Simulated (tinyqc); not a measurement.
Comparisons within one model: free-carrier optics of a doped semiconductor (Drude model with one polar phonon). A value that a table varies takes the place of the one given here.

eps(E) = ei [1 - Ep^2/(E^2 + i E Gam)] + (es - ei) wT^2/(wT^2 - E^2 - i E gT), with Ep^2 = 8 pi c (e^2/(4 pi eps0)) N/(m ei), c = hbar^2/2m0, N in 1/angstrom^3 (1e-24 per 1/cm^3); Gam = hbar/tau, tau = mu m m0/e with m0/e = 5.685630e-12 kg/C and mu in m^2/(V s). Energies in meV.

n + i k = sqrt(eps1 + i eps2) with k >= 0; R = ((n - 1)^2 + k^2)/((n + 1)^2 + k^2) at normal incidence from vacuum; alpha = 2 E k/(hbar c), times 1e8 for 1/cm; loss function Im(-1/eps) = eps2/(eps1^2 + eps2^2).

Constants: hbar^2/2m0 = 3.80998211 eV angstrom^2; e^2/(4 pi eps0) = 14.39964547 eV angstrom; hbar = 6.58211957e-16 eV s; hbar c = 1973.269805 eV angstrom.

Parameters, chosen for this exercise (mass and dielectric values near those of GaP; N and mu are free inputs; interband absorption and the rise of the mass with filling are left out; not measured data):
- m = 0.382 m0 (conductivity mass)
- ei = 9.07 (high-frequency dielectric constant)
- wT = 46.1 meV (TO phonon)
- es = 10.87 (static dielectric constant)
- N = 9.4e+19 1/cm^3 (carrier density)
- mu = 160 cm^2/(V s) (mobility)
- gT = 0.2 meV (phonon damping)
- E = 98.8 meV (photon energy)

## The coupled modes against doping

L-, L+ solve E^4 - (wL^2 + Ep^2) E^2 + Ep^2 wT^2 = 0, wL = wT sqrt(es/ei); damping left out; energies in meV.

Modes:

| N (1/cm^3) | Ep | L- | L+ | Ep sqrt(ei/es) |
|---|---|---|---|---|
| 2.0e+17 | 8.92 | 8.13 | 50.60 | 8.15 |
| 6.0e+17 | 15.45 | 14.00 | 50.89 | 14.12 |
| 2.0e+18 | 28.21 | 24.93 | 52.17 | 25.77 |
| 4.0e+18 | 39.90 | 33.48 | 54.93 | 36.45 |
| 6.0e+18 | 48.86 | 38.22 | 58.94 | 44.64 |
| 1.0e+19 | 63.08 | 42.22 | 68.87 | 57.62 |
| 3.0e+19 | 109.27 | 45.15 | 111.57 | 99.81 |
| 6.0e+19 | 154.52 | 45.66 | 156.01 | 141.15 |
| 2.0e+20 | 282.12 | 45.98 | 282.89 | 257.71 |

wL = 50.47 meV

What can be read from the table?

At low density L- follows Ep sqrt(ei/es) (8.13 against 8.15), a plasmon screened by the lattice, and L+ starts at wL. At the highest density L- has come within 0.12 meV of wT, since the carriers screen the field that lifts wL, and L+ is within 0.77 meV of Ep. The branches are closest, 20.72 meV, at 6e+18 1/cm^3 of those listed. The mass is held fixed, while in a real band it rises with filling.

## Reflectance across the plasma edge

Spectrum:

| E (meV) | eps1 | eps2 | R | alpha (1/cm) |
|---|---|---|---|---|
| 19.3 | -452.74 | 455.37 | 0.941 | 4.58e+04 |
| 58.0 | -85.16 | 29.79 | 0.933 | 5.50e+04 |
| 96.7 | -26.40 | 6.85 | 0.911 | 5.08e+04 |
| 135.4 | -9.32 | 2.54 | 0.856 | 4.23e+04 |
| 164.4 | -3.47 | 1.43 | 0.727 | 3.17e+04 |
| 193.4 | -0.02 | 0.88 | 0.179 | 1.32e+04 |
| 212.8 | 1.55 | 0.66 | 0.027 | 5.61e+03 |
| 241.8 | 3.23 | 0.45 | 0.084 | 3.07e+03 |
| 290.1 | 5.01 | 0.26 | 0.147 | 1.72e+03 |
| 386.8 | 6.78 | 0.11 | 0.198 | 834 |
| 580.2 | 8.05 | 0.03 | 0.229 | 341 |
| 967.1 | 8.70 | 0.01 | 0.244 | 118 |

What does this show, and why?

Ep = 193.4 meV and Gam = 18.9 meV. R is 0.941 at the lowest energy and lowest, 0.027, at 212.8 meV of those listed; without damping and phonon it would vanish at Ep sqrt(ei/(ei - 1)) = 205.0 meV. At the highest energy R is 0.244, against 0.251 for ei alone. Between the last two rows alpha goes as E^-2.07, where the Drude limit far above Ep and Gam is E^-2. Inside the metallic range the phonon cuts a dip in R near L-, below wT = 46.1 meV, which the rows may miss.

## Free-carrier absorption and index change in the near infrared

At the wavelengths listed E = hc/lambda (hc = 1239.841984 eV nm). Approximate forms: alpha = ei Ep^2 Gam/(E^2 sqrt(ei) hbar c) and dn = -sqrt(ei) Ep^2/(2 E^2). The phonon term is left out here.

Free carriers:

| lambda (micrometre) | E (meV) | alpha (1/cm) | alpha, approximate | dn | dn, approximate |
|---|---|---|---|---|---|
| 1.31 | 946.4 | 123 | 121 | -0.0635 | -0.0629 |
| 1.55 | 799.9 | 174 | 169 | -0.0893 | -0.0880 |
| 2.00 | 619.9 | 296 | 281 | -0.150 | -0.147 |
| 3.00 | 413.3 | 715 | 633 | -0.349 | -0.330 |
| 5.00 | 248.0 | 2.78e+03 | 1.76e+03 | -1.12 | -0.916 |
| 8.00 | 155.0 | 3.51e+04 | 4.50e+03 | -2.63 | -2.35 |
| 10.60 | 117.0 | 4.64e+04 | 7.90e+03 | -2.51 | -4.12 |

What does this show, and why?

At 1.55 micrometre alpha = 174 1/cm and dn = -0.0893; a phase shift of pi needs a length lambda/(2 |dn|) = 8.68 micrometre, over which the loss is 0.66 dB. The approximate alpha is within 5 % up to 2 micrometre of the wavelengths listed; it needs photon energies well above both Ep and Gam, which lie at 6.4 and 65.5 micrometre. Interband and intervalley absorption are left out.

## What moves the optical constants

At the energy E. Each row changes one parameter from the base and keeps the others.

Results:

| case | Ep (meV) | Gam (meV) | R | alpha (1/cm) |
|---|---|---|---|---|
| base | 193.41 | 18.94 | 0.9090 | 5.04e+04 |
| N = 1.41e+20 1/cm^3 | 236.88 | 18.94 | 0.9345 | 6.51e+04 |
| m = 0.4584 m0 | 176.56 | 15.78 | 0.9089 | 4.47e+04 |
| mu = 96 cm^2/(V s) | 193.41 | 31.57 | 0.8539 | 4.91e+04 |
| ei = 9.52 | 188.79 | 18.94 | 0.9061 | 4.99e+04 |
| E = 118.6 meV | 193.41 | 18.94 | 0.8873 | 4.66e+04 |

What does this show?

The largest shifts from the base row, up to three for each result and ties (the steps differ in size, so this ranks the rows, not the parameters). Ep (meV): N +43.47, m -16.85, ei -4.63; unchanged at the printed digits by mu and E. Gam (meV): mu +12.63, m -3.16; unchanged at the printed digits by N, ei and E. R: mu -0.0551, N +0.0255, E -0.0217. alpha (1/cm): N +1.47e+04, m -5.73e+03, E -3.87e+03.

Computed by tinyqc, a small Python program: `OMP_NUM_THREADS=1 python tinyqc.py 1650821 1650822 out.jsonl` (the numbers bound the seed that draws the inputs); one thread of a shared host (Intel(R) Xeon(R) Processor @ 2.30GHz), about 0.01 s for the whole set of steps.
